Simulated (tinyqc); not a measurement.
How many bands a k.p model needs: band 5 from Gamma to L: k.p theory built from an empirical-pseudopotential calculation at Gamma.

Empirical pseudopotential on the fcc lattice, atoms at +/- tau, tau = a (1,1,1)/8, no spin-orbit coupling. H(G,G') = c (2 pi/a)^2 |k + G|^2 delta + VS(q) cos(q.tau) + i VA(q) sin(q.tau), q = G - G', c = hbar^2/2m0; k and G in units of 2 pi/a; VS at |q|^2 = 3, 8, 11 and VA at 3, 4, 11, in rydberg, zero elsewhere. The basis is fixed: all 65 G with |G|^2 up to Gcut. Energies are counted from the fourth level at Gamma.

k.p in the lowest n states at Gamma: H_nm = (E_n + c k^2) delta + 2 c k.<n|G|m>, k in 1/angstrom; with all states of the basis it is exact.

Constants: hbar^2/2m0 = 3.80998211 eV angstrom^2; Ry = 13.60569312 eV.

Values chosen for the exercise (near those of GaAs; the results hold for these values, not for the real material): a = 5.639 angstrom (lattice constant); VS = (-0.226, 0.008, 0.061) Ry (symmetric form factors); VA = (0.069, 0.05, 0.009) Ry (antisymmetric form factors); Gcut = 16 (2 pi/a)^2 (largest |G|^2 of the fixed basis).

Band 5 (counted from below) at k = f (0.5, 0.5, 0.5) 2 pi/a; n ends on whole multiplets.

Energies (eV):

| f | n = 8 | n = 15 | n = 27 | n = 65 (exact) |
|---|---|---|---|---|
| 0.000 | 1.392 | 1.392 | 1.392 | 1.392 |
| 0.125 | 1.901 | 1.892 | 1.891 | 1.891 |
| 0.250 | 2.560 | 2.382 | 2.378 | 2.377 |
| 0.375 | 3.098 | 2.391 | 2.382 | 2.379 |
| 0.500 | 3.623 | 2.190 | 2.173 | 2.167 |
| 0.625 | 4.207 | 1.977 | 1.950 | 1.939 |
| 0.750 | 4.882 | 1.818 | 1.776 | 1.760 |
| 0.875 | 5.659 | 1.735 | 1.671 | 1.649 |
| 1.000 | 6.544 | 1.737 | 1.644 | 1.614 |

With n = 8 the band stays within 0.05 eV of the exact one up to f = 0.125 (error at L: +4.930 eV). With n = 15 the band stays within 0.05 eV of the exact one up to f = 0.625 (error at L: +0.123 eV). With n = 27 the band stays within 0.05 eV of the exact one over the whole line (error at L: +0.030 eV). A smaller basis can only raise a level. The exact band has its minimum on these points at f = 0.000; n = 8 puts it at f = 0.000.

Program tinyqc; command `OMP_NUM_THREADS=1 python tinyqc.py 1081570 1081571 out.jsonl`; about 0.3 s on one thread of a shared Intel(R) Xeon(R) Processor @ 2.30GHz.
